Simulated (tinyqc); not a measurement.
Static screening by free carriers, step by step. Values are carried at full precision from step to step, so a last printed digit may differ when a step is redone from the rounded ones.

kF = (3 pi^2 n/Mv)^(1/3), EF = c kF^2/m with c = hbar^2/2m0, n in 1/angstrom^3 (1e-24 per 1/cm^3), e2 = e^2/(4 pi eps0). Thomas-Fermi: qTF^2 = 6 pi e2 n/(eps EF). Debye: qD^2 = 4 pi e2 n/(eps kB T).

Constants: hbar^2/2m0 = 3.80998211 eV angstrom^2; e^2/(4 pi eps0) = 14.39964547 eV angstrom; kB = 8.617333262e-05 eV/K; a0 (Bohr radius) = 0.5291772105 angstrom; hbar = 6.58211957e-16 eV s.

Values chosen for the exercise (near those of Ge; the results hold for these values, not for the real material):
```
symbol  value    unit        meaning
n       1.4e+17  1/cm^3      carrier density
m       0.2222   m0          mass of one isotropic valley
Mv      4                    valleys
eps     15.9                 background dielectric constant
T       77       K
q       0.015    1/angstrom  wave vector
aD      28.2     angstrom    trial radius
NI      1.4e+17  1/cm^3      ionised impurities
```

## Fermi and screening wave vectors

Also the effective Bohr radius aB = a0 eps/m and rs = (3/(4 pi n))^(1/3)/aB.

kF = 0.010120 1/angstrom
EF at 0 K = 1.756 meV
EF/kT = 0.265
qTF = 0.036893 1/angstrom
qD = 0.015496 1/angstrom
aB = 37.87 angstrom
rs = 3.16

The gas is not degenerate, so the Debye value applies.

## Screening at finite temperature

F_j(eta) = (1/Gamma(j + 1)) integral_0^infinity x^j dx/(1 + exp(x - eta)), which tends to exp(eta) for eta << 0.

At finite T: qs^2 = qD^2 F_-1/2(eta)/F_1/2(eta), where n = Mv N F_1/2(eta) and N = 2 (m kB T/(4 pi c))^(3/2) with c = hbar^2/2m0, in 1/angstrom^3; times 1e24 for 1/cm^3.

Solve for eta and form qs.

n/(Mv N) = 0.1024
eta = -2.243
qs = 0.01522 1/angstrom
screening length 1/qs = 65.69 angstrom

qs is 0.982 of the Debye value and 0.413 of the Thomas-Fermi value.

## Lindhard function at one q

Lindhard at zero temperature: eps(q)/eps = 1 + (qTF/q)^2 L(x), x = q/(2 kF), L(x) = 1/2 + ((1 - x^2)/(4x)) ln|(1 + x)/(1 - x)|.

Compare with Thomas-Fermi, 1 + (qTF/q)^2.

x = 0.7411
L(x) = 0.7898
eps(q)/eps, Lindhard = 5.778
eps(q)/eps, Thomas-Fermi = 7.049

The carriers respond with 79 % of their long-wave strength at this q. The zero-temperature form is an exercise here: at the temperature of this gas EF is only 0.26 kT.

## A donor in the screened potential

Donor in the screened potential -(e2/eps) exp(-qs r)/r with the trial function exp(-r/a): E(a) = c/(m a^2) - (e2/eps) 4/(a (2 + qs a)^2), e2 = e^2/(4 pi eps0), c = hbar^2/2m0; isotropic mass.

Evaluate both terms at a = aD.

kinetic term = 21.562 meV
potential term = -21.767 meV
E(aD) = -0.206 meV
unscreened level -m Ry/eps^2 (Ry = 13.60569312 eV) = -11.958 meV

This trial radius gives a bound state.

## Ionised-impurity scattering at E = 3 kT

Brooks-Herring rate for an electron of energy E: 1/tau = NI (pi e2^2/(eps^2 hbar)) (sqrt(c/m)/E^(3/2)) Phi(b), with Phi = ln(1 + b) - b/(1 + b), b = (2k/qs)^2, k^2 = m E/c, NI in 1/angstrom^3.

e2 = e^2/(4 pi eps0), c = hbar^2/2m0; mobility estimate mu = tau/(m m0/e) with m0/e = 5.685630e-12 kg/C, times 1e4 for cm^2/(V s).

b = 20.04
Phi = 2.0938
1/tau = 1.69e+12 1/s
mu at this energy = 4.68e+03 cm^2/(V s)

b is well above 1, the regime that the Brooks-Herring formula is meant for; a true mobility averages tau over the distribution.

## Checks

- Scattering rate against the golden-rule integral over angles (1/s): both 1.692e+12.
- L(x) at x = 0.7 against the integral over the Fermi sphere: both 0.81595.

Run: tinyqc, `OMP_NUM_THREADS=1 python tinyqc.py 1650738 1650739 out.jsonl`; Intel(R) Xeon(R) Processor @ 2.30GHz, one thread, shared host; about 0.01 s of CPU time with all checks.
